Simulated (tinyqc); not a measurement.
Inter-valley coupling by envelope functions against a chain of atomic planes, step by step. Values are carried at full precision from step to step, so a last printed digit may differ when a step is redone from the rounded ones.

Chain: E(phi) = e0 + 2 v cos(phi) + 2 u cos(2 phi), cos(phi0) = -v/(4u), e0 = 2u + v^2/(4u); plane j = 0, 1, ... has the potential V_j = dE x_j + F (j - 30) a/4 (1 MV/m = 1e-4 V/angstrom). There are 30 barrier planes a side; with y = j - 29.5, x_j = xb (f(y) + f(Nw - y)), f(y) = 1/(1 + exp(y/L)), plus any Ge added in the well. The valley splitting is the spacing of the two lowest levels. Envelope theory: F_j solves a one-valley chain with hopping -b and diagonal 2b + V_j, b = 4u sin^2(phi0), sum F_j^2 = 1; the valleys couple by Dv = sum_j F_j^2 V_j exp(-2 i phi0 j) and split by 2|Dv|.

Constants: hbar^2/2m0 = 3.80998211 eV angstrom^2.

Parameters, chosen for this exercise (near those of the Delta valleys of silicon in a SiGe well; not measured data): a = 5.431 angstrom (lattice constant; planes lie a/4 apart); u = 0.595 eV (second-neighbour hopping); v = 0.671 eV (nearest hopping); Nw = 64 (planes in the well); L = 1 planes (interface width); xb = 0.25 (Ge fraction of the barriers); dE = 0.54 eV (offset per unit Ge fraction); F = 8 MV/m (field); js = 45 (plane j of a Ge spike (the well starts at j = 30)); xs = 0.1 (Ge fraction added on that plane).

## Valley phase, mass and the wavelengths that couple the valleys

phi0; b = 4u sin^2(phi0); mass m/m0 = c/(b (a/4)^2), c = hbar^2/2m0. A potential couples the valleys if its phase advances by 2 phi0 a plane, or, since only whole planes count, by 2 pi - 2 phi0: periods pi/phi0 and pi/(pi - phi0) planes.

phi0 = 1.85660 rad
b = 2.19082 eV
mass = 0.9434 m0

periods (planes): pi/phi0 1.6921, pi/(pi - phi0) 2.4448

longer period = 3.3195 angstrom

## The smooth well

Lowest doublet of the chain and the envelope result.

level (meV): chain 27.563, envelope 27.604

splitting (micro-eV): chain 4.51, envelope 4.43

planes covered, 1/sum F^4 = 30.85
largest F_j^2 = 0.04565

The levels agree within 0.04 meV. A graded interface has little Fourier weight at 2 phi0, so the splitting is a small remainder of cancelling terms; the envelope value is 0.98 times that of the chain.

## One plane of added Ge, to first order

F_j^2 of the smooth well on that plane = 0.04407

F_j is the envelope on plane j (sum F_j^2 = 1) and Dv the coupling of the two valleys, which split by 2|Dv|. A single plane has Fourier weight at all wavelengths: it adds dE xs F_j^2 to |Dv|, so the splitting is about 2 dE xs F_j^2 if this term rules, and the mean of the doublet rises by dE xs F_j^2.

splitting = 4760 micro-eV
rise of the mean level = 2.380 meV

The chain with the spike gives 4221 micro-eV and a rise of 2.112 meV; the envelope solved with the spike gives 4191. First order is +13 % off: the state draws back from the spike, which the envelope solved anew includes.

## Checks

- Splitting with a weak spike (0.02) on plane j = 51 from the envelope against the chain (micro-eV): 651 against 652.

tinyqc: `OMP_NUM_THREADS=1 python tinyqc.py 1480180 1480181 out.jsonl`; about 0.2 s, one thread, shared Intel(R) Xeon(R) Processor @ 2.30GHz.
